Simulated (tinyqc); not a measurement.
Graded p-n junction, non-linear Poisson equation by Newton steps: starts and damping rules compared.

One dimension, p side on the left, n side on the right; net doping C = (Nd - Na)/2 + ((Nd + Na)/2) tanh(x/Lg). The potential psi is counted from the intrinsic level, and the quasi-Fermi potentials are flat: 0 for holes and -V for electrons, so n = ni exp((psi + V)/Vt) and p = ni exp(-psi/Vt) (Boltzmann statistics, full ionisation, no current).

a_i = eps0 eps_r/h_i for the interval from node i to i + 1, with h_i = x_(i+1) - x_i in cm.

n_i = ni exp((psi_i + V)/Vt), p_i = ni exp(-psi_i/Vt), rho_i = p_i - n_i + C_i, g_i = (n_i + p_i)/Vt. Box widths w_i = (h_(i-1) + h_i)/2 in cm. Residual F_i = a_i (psi_(i+1) - psi_i) - a_(i-1) (psi_i - psi_(i-1)) + q rho_i w_i; Jacobian: a_(i-1) and a_i beside the diagonal, b_i = -a_(i-1) - a_i - q g_i w_i on it. The two end nodes are fixed.

Iterations until the largest undamped |d| is below 1e-9 V (the last, tiny step is counted), with a cap of 100; "overflow" would mean that an exponential left the range of double precision. Starts:
- neutral: psi_p = -Vt ln(Na/ni) on nodes with x < 0 and psi_n = Vt ln(Nd/ni) - V on the others.
- depletion: The parabolas of an abrupt Na-Nd junction in the depletion approximation: psi_p + q Na (x + xp)^2/(2 eps0 eps_r) for -xp < x < 0, psi_n - q Nd (xn - x)^2/(2 eps0 eps_r) for 0 < x < xn, flat outside, with W = sqrt(2 eps0 eps_r (psi_n - psi_p)(1/Na + 1/Nd)/q), xp = W Nd/(Na + Nd), xn = W Na/(Na + Nd), psi_p = -Vt ln(Na/ni), psi_n = Vt ln(Nd/ni) - V.
- linear: A straight line in x from psi_p = -Vt ln(Na/ni) at the first node to psi_n = Vt ln(Nd/ni) - V at the last.

Rules for the step d, which solves the tridiagonal system a_(i-1) d_(i-1) + b_i d_i + a_i d_(i+1) = -F_i:
- full Newton steps: the full step is added.
- logarithmic damping: each component d is damped to sign(d) Vt ln(1 + |d|/Vt) before it is added.
- steps capped at 4 Vt: if the largest |d| exceeds 4 Vt, the whole step is scaled down so that it equals 4 Vt.
- halved steps: half of the step is added while the largest |d| exceeds 1.5 Vt, the full step after that.

Values chosen for this exercise; band and dielectric values close to those of 4H silicon carbide: temperature T = 400 K; band gap Eg = 3.29 eV; relative permittivity eps_r = 9.86; conduction-band density of states at T Nc = 2.65e19 cm^-3; valence-band density of states at T Nv = 3.8e19 cm^-3; acceptor density of the p side Na = 3.2e16 cm^-3; donor density of the n side Nd = 8.2e17 cm^-3; bias of the p side against the n side V = 0 V; grading length Lg = 160 nm.

Constants: q = 1.602176634e-19 C, kB = 1.380649e-23 J/K, Vt = kB T/q, eps0 = 8.8541878128e-14 F/cm where lengths are in cm. Results are converted to the units shown.

| node | x (nm) | net doping C (cm^-3) |
|---|---|---|
| 0 | -1810 | -3.20000e16 |
| 1 | -1210 | -3.19998e16 |
| 2 | -772 | -3.19451e16 |
| 3 | -455 | -2.91231e16 |
| 4 | -226 | 1.57018e16 |
| 5 | -60 | 2.41340e17 |
| 6 | 60 | 5.46660e17 |
| 7 | 197 | 7.53093e17 |
| 8 | 353 | 8.09793e17 |
| 9 | 532 | 8.18899e17 |
| 10 | 735 | 8.19913e17 |
| 11 | 967 | 8.19995e17 |
| 12 | 1230 | 8.20000e17 |

ni = 0.0596248 cm^-3

Iterations needed:

|  | full Newton steps | logarithmic damping | steps capped at 4 Vt | halved steps |
|---|---|---|---|---|
| neutral | over 100 | 36 | 30 | 14 |
| depletion | over 100 | 23 | 20 | 68 |
| linear | overflow | 28 | 31 | overflow |

What does the table show?

The fewest iterations, 14, are needed by halved steps from the neutral start. No result within 100 iterations: full Newton steps from the neutral start; full Newton steps from the depletion start; full Newton steps from the linear start; halved steps from the linear start. Lowest count for the worst start: steps capped at 4 Vt, at most 31 iterations.

Program tinyqc, `OMP_NUM_THREADS=1 python tinyqc.py 2000046 2000047 out.jsonl`; Intel Xeon 2.30GHz, shared host, one thread, about 0.07 s.
